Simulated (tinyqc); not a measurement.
Tunnelling through a gate dielectric with the two-band (Franz) dispersion, WKB transmission and Tsu-Esaki current: Two-band against parabolic dispersion.

Electrons leave the emitter at x = 0. Energies E (motion across the layers) are in eV from the emitter Fermi level; the collector Fermi level lies at -V and offers states at every E. No charge in the dielectric and no image force: F1 = V/t1, U = phi1 - F1 x. With C = hbar^2/(2 m0), kappa = sqrt(m u (1 - u/Egx)/C), u = U - E where U > E and 0 elsewhere; T(E) = exp(-S), S = 2 times the integral of kappa over x.

Each layer adds (2/F) sqrt(m/C) [G(u at its left edge) - G(u at its right edge)] to S, with u = U - E (0 where negative) and G(u) = Egx^1.5 (th - sin(4 th)/4)/4, th = arcsin sqrt(u/Egx). The parabolic value uses G(u) = (2/3) u^1.5.

Parameters, values chosen for the exercise; dielectric values close to those of silicon dioxide:
- phi1 = 3.1 eV (barrier of layer 1 above the emitter Fermi level at zero bias)
- m1 = 0.48 m0 (tunnelling mass of layer 1)
- t1 = 1.4 nm (thickness of layer 1)
- V = 0.9 V (voltage across the dielectric)

Constants: q = 1.602176634e-19 C, hbar = 1.054571817e-34 J s, m0 = 9.1093837015e-31 kg, hbar^2/(2 m0) = 0.0380998212 eV nm^2. Results are converted to the units shown.

The same in every row: S at E = 0, parabolic = 16.159.

Results:
```
Egx (eV),"S at E = 0, two-band",ratio of the two T
4.7,10.617,255.21
6.2,12.197,52.556
7.8,13.110,21.101
10.9,14.046,8.2770
12.4,14.318,6.3028
14,14.540,5.0462
15.5,14.705,4.2807
```

Estimate the missing row, Egx = 9.3 eV.

Computed row:
```
Egx (eV),"S at E = 0, two-band",ratio of the two T
9.3,13.648,12.312
```

With this row back in the table: S rises from 10.6 to 14.7 towards the parabolic 16.2. The factor 1 - u/Egx lowers kappa, so T exceeds the parabolic value by a factor of 255 in the first row and 4.28 in the last.

tinyqc, about 0.03 s, one thread, Intel Xeon 2.30GHz (shared host): `OMP_NUM_THREADS=1 python tinyqc.py 2540008 2540009 out.jsonl`
